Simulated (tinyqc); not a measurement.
Smearing for a one-band metal on the simple cubic lattice: sweeps and comparisons. A value that a table varies takes the place of the one given here.

Lattice vectors (units of a): a1 = (1, 0, 0), a2 = (0, 1, 0), a3 = (0, 0, 1). E(k) = -t A_1(k) - t2 A_2(k), A_m the sum of cos(k . R) over the 6 nearest and 12 second lattice vectors. Mesh k = sum (j_i/N) b_i, j_i = 0 .. N-1.

With x = (E_k - mu)/sigma: Fermi-Dirac f = 1/(1 + exp(x)), s = -f ln f - (1 - f) ln(1 - f); Gaussian f = erfc(x)/2, s = exp(-x^2)/(2 sqrt(pi)); Methfessel-Paxton (first order) f = erfc(x)/2 - x exp(-x^2)/(2 sqrt(pi)), s = (1 - 2 x^2) exp(-x^2)/(4 sqrt(pi)); cold (Marzari-Vanderbilt) with y = x + 1/sqrt(2), f = erfc(y)/2 + exp(-y^2)/sqrt(2 pi), s = y exp(-y^2)/sqrt(2 pi). With weights w = points/N^d (d the dimension), mu solves 2 sum w f = ne; E = 2 sum w f E_k, S = 2 sum w s, F = E - sigma S.

With x = (E_k - mu)/sigma: Gaussian f = erfc(x)/2, s = exp(-x^2)/(2 sqrt(pi)); Methfessel-Paxton (first order) f = erfc(x)/2 - x exp(-x^2)/(2 sqrt(pi)), s = (1 - 2 x^2) exp(-x^2)/(4 sqrt(pi)). With weights w = points/N^d (d the dimension), mu solves 2 sum w f = ne; E = 2 sum w f E_k, S = 2 sum w s, F = E - sigma S.

With x = (E_k - mu)/sigma: Fermi-Dirac f = 1/(1 + exp(x)), s = -f ln f - (1 - f) ln(1 - f). With weights w = points/N^d (d the dimension), mu solves 2 sum w f = ne; E = 2 sum w f E_k, S = 2 sum w s, F = E - sigma S.

Parameters, chosen for this exercise: t = 1.42 eV (nearest hopping); t2 = -0.22 eV (second hopping); ne = 0.81 (electrons per cell); N = 6 (unshifted mesh); sigma = 0.284 eV (width).

## Error of each scheme against the width

All on the dense mesh N = 40. The reference is F of first-order Methfessel-Paxton smearing with sigma = 0.05 t on the mesh N = 40; it moves by 0.17 meV on the mesh N = 50; in three dimensions such meshes can agree by chance and the reference may be off by about 1 meV, so smaller errors are not resolved.

Errors (meV per cell):
```
sigma (eV)     FD F  FD (E+F)/2  Gauss F  Gauss (E+F)/2  MP F  cold F
0.142         -6.95        0.16    -0.96           0.06  0.06    0.07
0.213        -15.84        0.18    -2.27           0.14  0.14    0.16
0.284        -28.31        0.21    -4.15           0.17  0.17    0.21
0.426        -63.97        0.17    -9.56           0.17  0.17    0.31
0.568       -113.68       -0.60   -17.13           0.18  0.18    0.51
0.852       -252.19       -8.52   -38.79           0.22  0.24    1.36
1.136       -435.40      -30.54   -69.16           0.31  0.35    2.80
```

reference = -2.66091 eV

Doubling sigma from 0.284 to 0.568 eV multiplies the error of F by 4.0 (Fermi-Dirac) and 4.1 (Gaussian); a pure sigma^2 term would give 4. At the smallest width Fermi-Dirac errs 7.3 times as much as Gaussian, against 2 pi^2/3 = 6.6 for the ratio of the sigma^2 terms at equal sigma. At the largest width the sizes of the errors rank Gauss (E+F)/2 0.3, MP F 0.4, cold F 2.8, FD (E+F)/2 30.5, Gauss F 69.2, FD F 435.4 meV; below about 1 meV this order, and the ratios at the smallest width, carry the noise of the mesh.

## Mesh against width

Gaussian smearing, (E + F)/2. The reference is F of first-order Methfessel-Paxton smearing with sigma = 0.05 t on the mesh N = 40; it moves by 0.17 meV on the mesh N = 50; in three dimensions such meshes can agree by chance and the reference may be off by about 1 meV, so smaller errors are not resolved.

Errors (meV per cell):
```
N   sigma = 0.05 t  sigma = 0.15 t  sigma = 0.4 t
4            52.21           45.42          28.83
6            21.54           17.39           9.37
8            -4.78           -6.57          -7.59
12            1.98            0.74          -0.41
16           -2.25           -1.83          -0.13
24            1.01            0.69           0.18
```

reference = -2.66091 eV

First N from which the value stays within 2 meV of its last entry (which need not be the best one): none before the last for sigma = 0.05 t, none before the last for sigma = 0.15 t, 12 for sigma = 0.4 t. At the last mesh the errors are +1.01, +0.69 and +0.18 meV. The widest smearing converges sooner with the mesh than the narrowest; a level at which its last entries rest, if any, is its bias. The smallest error belongs to 0.05 t on 1, 0.15 t on 0, 0.4 t on 5 of the 6 meshes.

## What moves the results of Fermi-Dirac smearing

All sums formed anew. Each row changes one parameter from the base and keeps the others.

Results:
```
case              mu (eV)   E (eV)       S   F (eV)
base              -1.4937  -2.6206  0.2223  -2.6837
N = 12            -1.4479  -2.6328  0.1994  -2.6894
sigma = 0.568 eV  -1.4515  -2.5422  0.4070  -2.7734
ne = 0.91         -1.0406  -2.7538  0.2018  -2.8111
t2 = -0.078 eV    -1.2569  -2.6831  0.2166  -2.7447
t = 1.562 eV      -1.6184  -2.8971  0.2044  -2.9551
```

The largest shifts from the base row, up to three for each result and ties (the steps differ in size, so this ranks the rows, not the parameters). mu (eV): ne +0.4531, t2 +0.2367, t -0.1247. E (eV): t -0.2764, ne -0.1332, sigma +0.0784. S: sigma +0.1847, N -0.0229, ne -0.0205. F (eV): t -0.2714, ne -0.1274, sigma -0.0896.

Computed by tinyqc, a small Python program: `OMP_NUM_THREADS=1 python tinyqc.py 1652352 1652353 out.jsonl` (the numbers bound the seed that draws the inputs); one thread of a shared host (Intel(R) Xeon(R) Processor @ 2.30GHz), about 0.3 s for the whole set of steps.
